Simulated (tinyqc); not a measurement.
Weaire-Thorpe hybrids on a Bethe lattice: gap and dangling bond of an amorphous tetrahedral solid, step by step. Values are carried at full precision from step to step, so a last printed digit may differ when a step is redone from the rounded ones.

Four sp3 hybrids an atom at energy 0, coupled by -V1 on the atom and by -V2 along a bond; the bonds form a tree (no rings). For any network the gap runs at least from -V2 + V1 to V2 - 3 V1, and p-like states pile up at -V2 + V1 and V2 + V1. On the tree the gap is wider: it ends at Ec = -V1 + sqrt(V2^2 + 4 V1^2 - 2 sqrt3 V1 V2), which makes it well wider than the gaps of the real glasses. A branch seen from a hybrid has the self-energy S = V2^2 g, where g is the Green function of the hybrid across the bond, whose three partners carry S themselves. With a = z - V1, b = a - S: g = 1/(a + V1 b/(b + 3 V1)), z = E + i eta. A full atom has G = (1/b)(b + 3 V1)/(b + 4 V1) per hybrid; a dangling hybrid with shift dh has G = 1/(1/g - dh).

Parameters, chosen for this exercise (of the size of tabulated hybrid energies for amorphous germanium; the results hold for these values, not for the real material):
```
symbol  value  unit  meaning
V1      1.98   eV    coupling of two hybrids on one atom
V2      4.2    eV    coupling of the two hybrids of a bond
E       3.13   eV    energy
eta     0.05   eV    broadening
dh      -0.75  eV    shift of the dangling hybrid (rehybridisation)
```

## Edges

Bounds -V2 + V1 and V2 - 3 V1. On the tree the s-like bands are narrower: E = -V1 -/+ sqrt(V2^2 + 4 V1^2 + V1 V2 e) with e from -2 sqrt3 to 2 sqrt3 (for a crystal, -4 to 4), so the conduction edge is -V1 + sqrt(V2^2 + 4 V1^2 - 2 sqrt3 V1 V2).

edges (eV): Ev -2.2200, Ec(bound) -1.7400, Ec(tree) 0.1446

gaps (eV): (bound, reached in the crystal) 0.4800, (tree) 2.3646

The gap needs no periodicity, only V2 > 2 V1 (here V2/V1 = 2.121); leaving out rings widens it by 1.885 eV. Two parameters give the trend, not the value.

## The self-energy at one energy

S = V2^2 g is a quadratic A S^2 + B S + C = 0 with A = a + V1, B = -(a (a + 4 V1) + V2^2), C = V2^2 (a + 3 V1), a = z - V1. Of the two roots take the one with Im S < 0 (if both qualify, the decaying one, with the smaller |V1 V2 g/(b + 3 V1)|).

A, B, C: [3.1300+0.0500i, -28.0680-0.5110i, 125.0676+0.8820i]

roots (eV): [4.5339+4.4653i, 4.4338-4.4453i]

S = 4.4338-4.4453i eV

## Densities at that energy

With z = E + i eta, b = z - V1 - S: full atom G = (b + 3 V1)/(b (b + 4 V1)); g = S/V2^2; dangling hybrid 1/(1/g - dh); densities -Im G/pi.

G (1/eV): (bulk) -0.0517-0.1357i, (dangling with dh = 0) 0.2513-0.2520i, (dangling with dh) 0.2392-0.1740i
densities (1/eV): (bulk) 0.0432, (dangling with dh = 0) 0.0802, (dangling with dh) 0.0554

## The dangling-bond level

For eta = 0 the level solves 1/g(E) = dh inside the gap (bisection); its weight on the dangling hybrid is 1/(d(1/g)/dE), by central differences with step 1e-5 eV.

level = -0.3170 eV
above Ev = 1.9030 eV
weight on the dangling hybrid = 0.492

The level lies at 80 % of the gap of the tree; 51 % of it spreads over the back bonds.

## Checks

- Conduction edge from the formula against the zero of the discriminant: both 0.144648.
- S from the quadratic against damped iteration of S = V2^2 g: both 4.433800.

(tinyqc, `OMP_NUM_THREADS=1 python tinyqc.py 1450658 1450659 out.jsonl`, Intel(R) Xeon(R) Processor @ 2.30GHz, 1 thread, shared host, about 0.02 s.)
